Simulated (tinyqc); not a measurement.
Inside a calculation. Method: FCI on RHF in the sto-3g basis, for H3-, spin multiplicity 1. The basis has no diffuse functions, so it cannot describe the extra electron: this is an exercise in the method, not the real anion. One step of it, computed by the program tinyqc.

Task: Iteration 6 (converged): orbitals. Diagonalise F' = X^T F X, C = X C', fill 2 alpha and 2 beta electrons from the bottom; D = 2 C_occ C_occ^T. Each column has its largest component positive (the first on a tie).

converged F (hartree), order 1H 1s, 2H 1s, 3H 1s:
$$\begin{pmatrix}
0.143955 & -0.211783 & -0.211783 \\
-0.211783 & 0.135703 & -0.020580 \\
-0.211783 & -0.020580 & 0.135703
\end{pmatrix}$$

X, order 1H 1s, 2H 1s, 3H 1s:
$$\begin{pmatrix}
1.113687 & -0.206173 & -0.206173 \\
-0.206173 & 1.055496 & 0.030569 \\
-0.206173 & 0.030569 & 1.055496
\end{pmatrix}$$

Give: F' = X^T F X; orbital energies; coefficients C; D after iteration 6.

Result:

F' = X^T F X (hartree):
$$\begin{pmatrix}
0.3828 & -0.3330 & -0.3330 \\
-0.3330 & 0.2509 & 0.0868 \\
-0.3330 & 0.0868 & 0.2509
\end{pmatrix}$$

orbital energies (hartree): MO1 -0.1112, MO2 0.1642, MO3 0.8317

coefficients C, order 1H 1s, 2H 1s, 3H 1s:
$$\begin{pmatrix}
0.5574 & 0.0000 & 1.0073 \\
0.4136 & 0.7247 & -0.6791 \\
0.4136 & -0.7247 & -0.6791
\end{pmatrix}$$

D after iteration 6, order 1H 1s, 2H 1s, 3H 1s:
$$\begin{pmatrix}
0.6213 & 0.4611 & 0.4611 \\
0.4611 & 1.3926 & -0.7083 \\
0.4611 & -0.7083 & 1.3926
\end{pmatrix}$$
